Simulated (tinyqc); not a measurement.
FinFET, parasitic resistance, capacitance and delay: one step of the calculation.

Nf fins under one contact; each has gated perimeter p = 2 Hf + Wf and cross-section A = Hf Wf; contact width Wc = Nf pf, stack height Hs = Hf. Contact length Lc = CPP - Lg - 2 Lsp, shared by two neighbouring gates. Source and drain sides are equal. The formulas are first-order estimates, not field solutions.

Task. Effective current, delay and energy. Ieff = (IH + IL)/2, delay CL Vdd/(2 Ieff), energy CL Vdd^2, with CL the load of an inverter that drives an equal one.

Parameters, values chosen for the exercise: supply voltage Vdd = 0.75 V.

IH = I(Vdd, Vdd/2) = 394.97471 uA
IL = I(Vdd/2, Vdd), solved likewise = 121.29869 uA
CL = 745.29268 aF

Wanted: Ieff; delay; energy.

Result.

Ieff = 258.1 uA
delay = 1.083 ps
energy = 419.2 aJ

Computed by the program tinyqc: `OMP_NUM_THREADS=1 python tinyqc.py 2170069 2170070 out.jsonl`, one thread of a shared Intel Xeon 2.30GHz, about 0.03 s for the whole run.
